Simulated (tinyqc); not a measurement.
Surface Green function of a two-leg ladder, Sancho-Rubio decimation: densities of states against energy.

A semi-infinite lead of cells 0, 1, 2, ... with H0 inside a cell and H1 = <cell i|H|cell i + 1>. One rung (site 1 on leg a, site 2 on leg b) is a cell; all hoppings enter with a minus sign. z = E + i eta.

Start with e_s = e = H0, a = H1, b = H1^dagger. Each round: g = (z - e)^(-1); e_s <- e_s + a g b; e <- e + a g b + b g a; a <- a g a; b <- b g b (all with the old a, b). Round k joins cells 2^k apart. Stop when the largest entry of the matrices a and b is below 1e-12 eV; g_s = (z - e_s)^(-1), bulk (z - e)^(-1), density of states -Im Tr/pi. Here eta = 0.01 eV. Open modes are the crossings of E with the bands of H0 + H1 exp(ik) + H1^dagger exp(-ik) for 0 < k < pi.

H0 (eV):

|  | 1 | 2 |
|---|---|---|
| 1 | 0 | -3.57 |
| 2 | -3.57 | -1.4 |

H1 (eV):

|  | 1 | 2 |
|---|---|---|
| 1 | -2.8 | -0.65 |
| 2 | 0 | -2.1 |

Densities of states against energy:

| E (eV) | open modes | rounds | surface (1/eV) | bulk (1/eV) |
|---|---|---|---|---|
| -10.8 | 0 | 6 | 2.050e-4 | 5.353e-4 |
| -9.08 | 1 | 13 | 0.05696 | 0.1162 |
| -7.35 | 1 | 14 | 0.09624 | 0.07003 |
| -5.62 | 1 | 14 | 0.1138 | 0.06048 |
| -3.9 | 1 | 14 | 0.1190 | 0.05946 |
| -2.17 | 1 | 14 | 0.1122 | 0.06596 |
| -0.45 | 2 | 14 | 0.1740 | 0.2061 |
| 1.28 | 1 | 14 | 0.1308 | 0.08168 |
| 3 | 1 | 14 | 0.1425 | 0.07244 |
| 4.73 | 1 | 14 | 0.1309 | 0.07815 |
| 6.46 | 1 | 13 | 0.08853 | 0.1143 |
| 8.18 | 0 | 6 | 3.243e-4 | 8.892e-4 |

What does the table show?

The bands of the infinite lead run over -9.82 to 0.962, -1.38 to 7.44 eV. The rounds lie between 6 and 14, 6.0 on average outside the bands and 13.8 inside. The surface density of states is largest at E = -0.45 eV among the rows (0.174 1/eV, bulk 0.206).

Numbers from tinyqc (`OMP_NUM_THREADS=1 python tinyqc.py 2680115 2680116 out.jsonl`; about 0.1 s on one thread of a shared Intel Xeon 2.30GHz).
